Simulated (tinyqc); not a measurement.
# Changing the target C44

Model: Finnis-Sinclair potential for a bcc metal: fit to cohesion and elasticity, then vacancy, surfaces and structure. Computed by tinyqc, a small Python program. Command: `OMP_NUM_THREADS=1 python tinyqc.py 3110316 3110317 out.jsonl fsfit sweep`. One thread of a shared host (Intel(R) Xeon(R) Processor @ 2.30GHz), about 0.02 s of CPU time with the checks.

E = (1/2) sum V(r) - A sqrt(rho), rho = sum phi(r), phi = (r - d)^2 for r < d, V = (r - c)^2 (c0 + c1 r + c2 r^2) for r < c. In bcc the 8 first neighbours lie at sqrt(3) a/2 and the 6 second at a; both cut-offs lie below the third shell; Omega = a^3/2; E is per atom and z the number of atoms in a shell. The four constants A, c0, c1, c2 are fitted to E_c, zero pressure, B and C12 - C44 alone, so C44 and C11 - C12 are not matched singly; defects are unrelaxed.

Inputs (values chosen for the exercise, modelled on vanadium): lattice constant a = 3.04 angstrom; cohesive energy E_c = 5.39 eV; target C11 = 225 GPa; target C12 = 122 GPa; density cut-off d/a = 1.198; pair cut-off c/a = 1.257.

Constants: 1 eV/angstrom^3 = 160.2176634 GPa.

Method:
- rho = sum z phi, rho1 = sum z r phi', rho2 = sum z r^2 phi''. At zero pressure the effective pair part V + 2 F' phi obeys C12 = C44, so C12 - C44 = F'' (rho1/3)^2/Omega with F'' = A/(4 rho^(3/2)); this gives A.
- With v_k = (r - c)^2 r^k the rows are (1/2) sum z v_k, (1/2) sum z r v_k' and (1/2) sum z r^2 v_k''. With rho1 = sum z r phi' and rho2 = sum z r^2 phi'' the right-hand sides are: -E_c + A sqrt(rho) (cohesion); A rho1/(2 sqrt(rho)) (zero pressure); 9 B Omega + A [rho2/(2 sqrt(rho)) - rho1^2/(4 rho^(3/2))] with B = (C11 + 2 C12)/3.
- Solve the three equations.
- Second differences of E with strains of 1e-4: e_xx gives C11, (e_xx, e_yy) = (1, -1) gives 2 (C11 - C12), an engineering shear gives C44. B and C12 - C44 are fitted; the one combination left tests the choice of d.
- E_v = -A sum_shells z [sqrt(rho - phi(r)) - sqrt(rho)] - (1/2) sum z V(r): the neighbours lose one bond each, and the atom is put back in the bulk.

One run for each value:
```
target C44 (GPa)  A (eV/angstrom)  E_v/E_c  error of C44 (%)
25.3                       2.4352  0.29048            15.679
30.1                       2.3143  0.32570             1.291
35.0                       2.1909  0.36165            -9.327
39.8                       2.0701  0.39687           -17.193
44.6                       1.9492  0.43209           -23.365
49.4                       1.8283  0.46731           -28.339
54.3                       1.7049  0.50326           -32.509
59.1                       1.5840  0.53848           -35.923
```

Over the rows, A (eV/angstrom) falls from 2.44 to 1.58 (exponent d ln y / d ln x -0.29 between the first rows and -0.87 between the last); E_v/E_c rises from 0.290 to 0.538 (exponent d ln y / d ln x 0.66 between the first rows and 0.80 between the last); error of C44 (%) falls from 15.7 to -35.9. A is proportional to C12 - C44; as the Cauchy pressure shrinks the model tends to a pair potential, for which E_v/E_c = 1.
